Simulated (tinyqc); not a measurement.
Gain spectrum: optical gain and spontaneous emission in a bulk direct-gap semiconductor.

Parabolic bands, vertical transitions, no excitons. For each hole band j: mr = me mj/(me + mj); joint density of states J_j(E) = (mr/c)^(3/2) sqrt(E - Eg)/(2 pi^2), both spins, c = hbar^2/2m0; averaged matrix element |e.p|^2 = m0 Ep/6; alpha_j(E) = 4 pi^2 alpha_f c Ep J_j/(3 nr E) in 1/angstrom (alpha_f the fine-structure constant, listed as alpha among the constants), times 1e8 for 1/cm.

F_j(eta) = (1/Gamma(j + 1)) integral_0^infinity x^j dx/(1 + exp(x - eta)), which tends to exp(eta) for eta << 0.

Quasi-Fermi levels: n = Nc F_1/2(Fc/kT) and p = Nv F_1/2(Fv/kT), Fc counted up from the conduction edge and Fv down from the valence edge; Nc, Nv from N = 2 (m kB T/(4 pi c))^(3/2) with c = hbar^2/2m0, in 1/angstrom^3; times 1e24 for 1/cm^3, with me and (mhh^(3/2) + mlh^(3/2))^(2/3).

For band j the electron sits at Ee = (E - Eg) mr/me above its edge and the hole at Eh = (E - Eg) mr/mj; fe = 1/(1 + exp((Ee - Fc)/kT)), fh = 1/(1 + exp((Eh - Fv)/kT)); gain g = sum_j alpha_j (fe + fh - 1).

Constants: hbar^2/2m0 = 3.80998211 eV angstrom^2; fine-structure constant alpha = 0.007297352564; kB = 8.617333262e-05 eV/K.

Values chosen for the exercise (near those of GaN; shifted at random, so the results belong to these values and not to a real crystal): Eg = 3.515 eV (direct gap); me = 0.2063 m0 (electron mass); mhh = 1.348 m0 (heavy-hole mass); mlh = 0.3134 m0 (light-hole mass); Ep = 17.3 eV (Kane energy); nr = 2.56 (refractive index); T = 350 K; n = 1.6e+19 1/cm^3 (injected density, n = p).

At the density n.

Spectrum:
```
E - Eg (eV)  alpha, empty (1/cm)  fe, heavy  fh, heavy  g (1/cm)
0.005                       4045      0.965      0.240       819
0.010                       5713      0.960      0.236      1093
0.030                       9839      0.931      0.220      1394
0.045                      11999      0.898      0.209      1167
0.060                      13798      0.851      0.198       607
0.080                      15844      0.763      0.185      -710
0.100                      17616      0.645      0.172     -2740
0.130                      19920      0.434      0.154     -6955
0.170                      22532      0.195      0.132    -13304
0.220                      25289      0.054      0.109    -19880
```

Give the missing row, E - Eg (eV) = 0.020.

Computed row:
```
E - Eg (eV)  alpha, empty (1/cm)  fe, heavy  fh, heavy  g (1/cm)
0.020                       8056      0.948      0.228      1350
```

Fc + Fv = 0.0705 eV

g is positive below E - Eg = 0.0705 eV; the largest value listed is 1394 1/cm at 0.030 eV. At 0.220 eV above the gap g is -0.79 times the absorption of the empty crystal, whose limit is -1.

Program tinyqc; command `OMP_NUM_THREADS=1 python tinyqc.py 1650444 1650445 out.jsonl`; about 0.07 s on one thread of a shared Intel(R) Xeon(R) Processor @ 2.30GHz.
